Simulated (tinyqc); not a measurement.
# Double-gate transistor, scale length and short-channel effects: effects of single changes

A body of thickness ts between two insulators of thickness ti and two tied gates. Below threshold the potential that source and drain add obeys Laplace's equation and vanishes on the gate. Its lowest mode decays along the channel as exp(-k y); k is the smallest positive root of the matching condition at the interface, and the scale length is Lambda = pi/k.

Values chosen for this exercise; permittivities: semiconductor close to that of silicon, insulator close to that of silicon nitride: temperature T = 400 K; relative permittivity of the semiconductor eps_r = 11.7; relative permittivity of the insulator ei = 7.14; insulator thickness ti = 3.4 nm; body thickness ts = 11.1 nm; channel length L = 38 nm; potential of the source Vbi = 0.99 V; potential of the barrier top at threshold sT = 0.47 V; drain voltage Vds = 1 V.

Constants: q = 1.602176634e-19 C, kB = 1.380649e-23 J/K, Vt = kB T/q. Results are converted to the units shown.

Each table varies one quantity; the others keep the values above.

## A higher permittivity at fixed equivalent oxide thickness

k is the smallest positive root of f(k) = ei cos(k ti) cos(k ts/2) - eps_r sin(k ti) sin(k ts/2). Along the channel psi(y) = s + a exp(y/l) + b exp(-y/l) with psi(0) = Vbi, psi(L) = Vbi + Vds and l = 1/k = Lambda/pi; with A = Vbi - s, B = A + Vds, x = exp(-L/l): a = (B - A x) x/(1 - x^2), b = (A - B x)/(1 - x^2). The minimum is s + 2 sqrt(a b), at y = (l/2) ln(b/a). The long-channel potential follows the gate as s = sT + (Vg - VTL)/m, and the threshold VT is the gate voltage at which the minimum equals sT. Swing = m Vt ln 10/g at threshold, g = d(minimum)/ds = 1 - (b x + a)/((1 + x) sqrt(a b)). DIBL = [VT(0.05 V) - VT(Vds)]/(Vds - 0.05 V). sT and Vbi are held fixed; m = 1. The equivalent oxide thickness 3.9 ti/ei is held at 1.9 nm, so ti = 1.9 ei/3.9 nm.

Results:

| ei | ti (nm) | Lambda (nm) | L/Lambda | DIBL (mV/V) | swing (mV/decade) |
|---|---|---|---|---|---|
| 3.9 | 1.900 | 20.68 | 1.837 | 47.11 | 90.62 |
| 5 | 2.436 | 20.82 | 1.825 | 48.18 | 90.86 |
| 7.5 | 3.654 | 21.28 | 1.786 | 51.73 | 91.67 |
| 15 | 7.308 | 23.88 | 1.591 | 74.49 | 96.80 |
| 20 | 9.744 | 26.64 | 1.426 | 103.1 | 103.1 |
| 25 | 12.18 | 30.05 | 1.264 | 144.5 | 112.0 |
| 35 | 17.05 | 38.06 | 0.9984 | 267.3 | 137.7 |

Estimate the missing row, ei = 10.

Computed row:

| ei | ti (nm) | Lambda (nm) | L/Lambda | DIBL (mV/V) | swing (mV/decade) |
|---|---|---|---|---|---|
| 10 | 4.872 | 21.93 | 1.733 | 57.08 | 92.89 |

With this row back in the table: As ei goes from 3.9 to 35, Lambda rises from 20.7 to 38.1 nm, DIBL rises from 47.1 to 267 mV/V and the swing rises from 90.6 to 138 mV a decade. The ratio ei/ti is the same in every row, yet the insulator grows from 1.90 to 17.1 nm, and drain fields reach the channel sideways through it. For ei = 20 to 35 L is under 1.5 Lambda, where higher modes, left out of the one-mode potential, count.

## Effect of the drain voltage

Same model as above.

The same in every row: Lambda (nm) = 21.00; L/Lambda = 1.810.

Effect of the drain voltage:

| Vds (V) | VT - VTL at Vds (mV) | DIBL (mV/V) | swing (mV/decade) |
|---|---|---|---|
| 0.2 | -80.51 | 59.77 | 89.92 |
| 0.35 | -88.68 | 57.13 | 90.11 |
| 0.5 | -96.26 | 54.93 | 90.33 |
| 0.65 | -103.4 | 53.05 | 90.58 |
| 0.8 | -110.1 | 51.42 | 90.83 |
| 0.95 | -116.5 | 49.98 | 91.09 |
| 1.1 | -122.7 | 48.70 | 91.35 |

What does the table show?

As Vds goes from 0.2 to 1.1 V, Lambda stays at 21.0 nm, DIBL falls from 59.8 to 48.7 mV/V and the swing rises from 89.9 to 91.3 mV a decade.

tinyqc, about 0.01 s, one thread, Intel Xeon 2.30GHz (shared host): `OMP_NUM_THREADS=1 python tinyqc.py 2420067 2420068 out.jsonl`
